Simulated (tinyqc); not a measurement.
The same stress in different states: Raman shift of the zone-centre optical phonon of a diamond-structure crystal under stress. Computed by tinyqc, a small Python program. Command: `OMP_NUM_THREADS=1 python tinyqc.py 3007005 3007006 out.jsonl ramanstress walk`. One thread of a shared host (Intel(R) Xeon(R) Processor @ 2.30GHz), about 0.01 s of CPU time with the checks.

Axes x, y, z are the cube axes. Strain shifts the threefold optical mode and can split it; p, q and r are the phonon deformation potentials.

Inputs (values chosen for the exercise, modelled on silicon):

| quantity | value | unit |
|---|---|---|
| unstrained frequency omega_0 | 520.2 | 1/cm |
| p/omega_0^2 | -1.82 | - |
| q/omega_0^2 | -2.2 | - |
| r/omega_0^2 | -0.683 | - |
| C11 | 165 | GPa |
| C12 | 64.83 | GPa |
| C44 | 79.41 | GPa |
| stress sigma (tension positive) | 2.4 | GPa |

Stress state: hydrostatic. Axis: none.

Method:
- S11 = (C11 + C12)/D, S12 = -C12/D, D = (C11 - C12)(C11 + 2 C12), S44 = 1/C44.
- eps_xx = S11 sigma_xx + S12 (sigma_yy + sigma_zz), and cyclic; eps_xy = S44 sigma_xy/2 (tensor strain).
- Secular matrix: M_xx = p eps_xx + q (eps_yy + eps_zz), M_xy = 2 r eps_xy; its eigenvalues are omega^2 - omega_0^2, and the shifts are these over 2 omega_0.
- Uniaxial: sigma n n^T; biaxial: sigma (1 - n n^T); hydrostatic: sigma 1. The line seen from (001) is taken as unresolved, at the intensity-weighted shift M_zz/(2 omega_0).

S44 = 12.5929 1/TPa

S11 = 7.78660 1/TPa

S12 = -2.19643 1/TPa

Shifts (1/cm):

| state | lowest | middle | highest | line seen from (001) |
|---|---|---|---|---|
| uniaxial [100] | -5.182 | -5.182 | -2.814 | -5.182 |
| uniaxial [110] | -6.682 | -5.182 | -1.313 | -5.182 |
| uniaxial [001] | -5.182 | -5.182 | -2.814 | -2.814 |
| uniaxial [111] | -7.972 | -2.603 | -2.603 | -4.392 |
| biaxial, normal [001] | -10.363 | -7.995 | -7.995 | -10.363 |
| biaxial, normal [111] | -10.574 | -10.574 | -5.205 | -8.785 |
| hydrostatic | -13.177 | -13.177 | -13.177 | -13.177 |

What follows from these numbers?

Seen from (001), uniaxial stress along [100] and along [110] give the same shift (-5.182), and equal biaxial stress in the plane gives twice as much (-10.363), since only sigma_xx + sigma_yy and sigma_zz enter M_zz. Stress along [001] gives -2.814. One measured shift therefore fixes the stress only once its state is assumed: read as uniaxial in the plane, a shift implies twice the stress that it does read as biaxial. In the two [111] rows the modes seen are split by 5.4 per cm, more than a line width, so two lines appear there in place of one.

Extremes, crossings and ranges named in words are read from the listed rows.
